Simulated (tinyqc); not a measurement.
Resonant-tunnelling diode, transfer matrices and Tsu-Esaki current: two steps of the calculation.

Emitter (band edge 0), barrier d1, well Lw, barrier d2, collector (edge -V). The bias drops linearly over these layers and none in the contacts; each layer is cut into ns equal slices, flat at the value of their centres. E is the energy of motion across the layers, C = hbar^2/(2 m0), psi and psi'/m are continuous. Transport is coherent, T(E) is taken as independent of the transverse momentum, and charge in the well is ignored.

Parameters, values chosen for the exercise; masses and offsets of a made-up heterostructure:
```
symbol   value  unit                                meaning
mw        0.26    m0  mass in the well, spacer and contacts
ns           2                         slices in each layer
V         0.16     V                  bias of the collector
E       0.0952    eV                           trial energy
```

Constants: q = 1.602176634e-19 C, hbar = 1.054571817e-34 J s, m0 = 9.1093837015e-31 kg, hbar^2/(2 m0) = 0.0380998212 eV nm^2. Results are converted to the units shown.

Question 1. Running product of the slice matrices at the trial energy. For the pair (psi, psi'/m) a flat layer has M = [[cos kd, (m/k) sin kd], [-(k/m) sin kd, cos kd]] with k = sqrt(m (E - U)/C) above its edge U, and M = [[cosh Kd, (m/K) sinh Kd], [(K/m) sinh Kd, cosh Kd]] with K = sqrt(m (U - E)/C) below it. Later slices stand to the left. With M acting on (psi, psi'/m) and v = k/m in each lead, T(E) = 4 vL vR/[(vL vR M12 - M21)^2 + (vR M11 + vL M22)^2]. vL = sqrt(mw E/C)/mw, vR = sqrt(mw (E + V)/C)/mw.

```
slice	U (eV)	m (m0)	width (nm)
0	0.99058824	0.49	0.4
1	0.97176471	0.49	0.4
2	-0.05882353	0.26	0.9
3	-0.10117647	0.26	0.9
4	0.86823529	0.49	0.4
5	0.84941176	0.49	0.4
```

Give: Product after each layer; T(E).

Answer 1.

Product after each layer:
```
	M11	M12 (nm)	M21 (1/nm)	M22
barrier d1	7.5112	1.0756	51.043	7.4424
well	8.8917	1.3025	-53.466	-7.7191
barrier d2	4.2494	0.72960	18.066	3.3372
```

T(E) = 0.059272

Question 2. Breit-Wigner parameters from a parabola through 1/T(E). Near a resonance 1/T(E) = (1/Tp) [1 + (2 (E - Er)/G)^2]. With y = 1/T(E) at E0 - h, E0, E0 + h: a = (y1 + y3 - 2 y2)/(2 h^2), b = (y3 - y1)/(2 h), Er = E0 - b/(2 a), 1/Tp = y2 - b^2/(4 a), G = 2 sqrt(1/(Tp a)), tau = hbar/G.

three energies (eV): 0.098289  0.099389  0.100489
T(E) at these energies: 0.56355724  0.77303215  0.31520218

Give: Er; Tp; G; tau.

Answer 2.

Er = 0.099063 eV
Tp = 0.84029
G = 2.2095 meV
tau = 297.91 fs

The true maximum of T(E) lies at 0.099056 eV with height 0.8444 and full width 2.187 meV; the fitted G is 1.0 % above that width.

Numbers from tinyqc (`OMP_NUM_THREADS=1 python tinyqc.py 2600107 2600108 out.jsonl`; about 0.1 s on one thread of a shared Intel Xeon 2.30GHz).
